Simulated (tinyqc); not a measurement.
# Short-channel transistor, virtual-source model with series resistance: effects of single changes

The current per gate width is the charge at the top of the source barrier (the virtual source) times its velocity times a saturation function; al and be are fitting constants of the model. Units: I in uA/um, Rs in ohm um, so I Rs = 1e-6 I Rs in volts; Q in uC/cm^2, so I = 1e-4 Q vx0 Fsat with vx0 in cm/s.

Parameters, values chosen for the exercise: temperature T = 300 K; inversion capacitance Cinv = 2.81 uF/cm^2; velocity at the virtual source vx0 = 3.13e7 cm/s; apparent mobility mu = 82 cm^2/(V s); channel length L = 20 nm; threshold at zero drain voltage VT0 = 0.3 V; drain-induced barrier lowering dl = 0.028 V/V; subthreshold factor n0 = 1.05; growth of n with drain voltage nd = 0.2 1/V; threshold shift (in units of Vt) from weak to strong inversion al = 3.5; sharpness of saturation be = 1.6; series resistance of each contact Rs = 30 ohm um.

Constants: q = 1.602176634e-19 C, kB = 1.380649e-23 J/K, Vt = kB T/q. Results are converted to the units shown.

Each table varies one quantity; the others keep the values above.

## Output curve

Intrinsic voltages Vg' = Vgs - I Rs, Vd' = Vds - 2 I Rs. n = n0 + nd Vd', VT = VT0 - dl Vd', Ff = 1/(1 + exp((Vg' - VT + al Vt/2)/(al Vt))), Q = Cinv n Vt ln(1 + exp((Vg' - VT + al Vt Ff)/(n Vt))), Vdsat = (vx0 L/mu)(1 - Ff) + Vt Ff, Fsat = u/(1 + u^be)^(1/be) with u = Vd'/Vdsat, and I = Q vx0 Fsat per width. I is solved self-consistently. gds = dI/dVds, gm = dI/dVgs.

In this table Vgs = 1 V.

Result of one run:
```
Vds (V)	I (uA/um)	Fsat	gds (uS/um)	gain gm/gds
1	3561	0.6582	1803	2.434
```

What becomes of these results when the drain voltage Vds is changed from 1 to 0.89 V, all else the same?

Result of the changed run:
```
Vds (V)	I (uA/um)	Fsat	gds (uS/um)	gain gm/gds
0.89	3348	0.6150	2091	1.942
```

The whole series:
```
Vds (V)	I (uA/um)	Fsat	gds (uS/um)	gain gm/gds
0.11	583.0	0.09682	5135	0.1116
0.22	1126	0.1908	4716	0.2423
0.33	1619	0.2797	4245	0.4011
0.44	2059	0.3617	3759	0.5966
0.56	2479	0.4423	3247	0.8614
0.67	2812	0.5077	2814	1.160
0.78	3100	0.5651	2427	1.518
0.89	3348	0.6150	2091	1.942
1	3561	0.6582	1803	2.434
```

The current rises from 583 to 3560 uA/um as Fsat rises from 0.0968 to 0.658; gds falls from 5130 to 1800 uS/um. The gain ends at 2.43, against 1/dl = 35.7 for a current that depends on Vds through barrier lowering alone.

## Effect of the channel length on the on and off currents

Same model as above.

Ion is I at Vgs = Vds = 1 V, Ioff at Vgs = 0, Vds = 1 V, and Rlin = Vds/I at Vgs = 1 V, Vds = 0.05 V. mu, vx0, VT0, dl and n0 are held fixed.

Effect of the channel length on the on and off currents:
```
L (nm)	Ion (uA/um)	Ioff (nA/um)	log10(Ion/Ioff)	Rlin (ohm um)
10	4319.5	829.87	3.7164	123.53
15	3916.9	827.70	3.6751	154.70
24	3312.6	823.09	3.6047	210.59
36	2723.0	815.78	3.5235	284.94
55	2109.6	802.06	3.4200	402.55
85	1547.3	776.62	3.2994	588.15
130	1100.8	733.66	3.1762	866.52
200	757.54	664.22	3.0571	1299.5
```

As L goes from 10 to 200 nm, Ion falls from 4320 to 758 uA/um, Ioff falls from 830 to 664 nA/um and Rlin rises from 124 to 1300 ohm um. Ion changes by a factor of 0.175 and Ioff by 0.800. At L = 200 nm the channel is long for this model, whose fixed vx0 belongs to short devices.

## Effect of the apparent mobility on the on and off currents

Same model as above.

Effect of the apparent mobility on the on and off currents:
```
mu (cm^2/(V s))	Ion (uA/um)	Ioff (nA/um)	log10(Ion/Ioff)	Rlin (ohm um)
50	2860	817.8	3.544	265.1
85	3609	825.6	3.641	181.4
140	4177	829.2	3.702	134.2
240	4587	831.1	3.742	103.7
410	4811	832.1	3.762	85.80
700	4921	832.6	3.772	75.23
1200	4971	832.8	3.776	68.93
2000	4991	833.0	3.778	65.38
```

What does the table show?

As mu goes from 50 to 2000 cm^2/(V s), Ion rises from 2860 to 4990 uA/um, Ioff rises from 818 to 833 nA/um and Rlin falls from 265 to 65.4 ohm um. Ion changes by a factor of 1.74 and Ioff by 1.02.

tinyqc, about 0.01 s, one thread, Intel Xeon 2.30GHz (shared host): `OMP_NUM_THREADS=1 python tinyqc.py 2380056 2380057 out.jsonl`
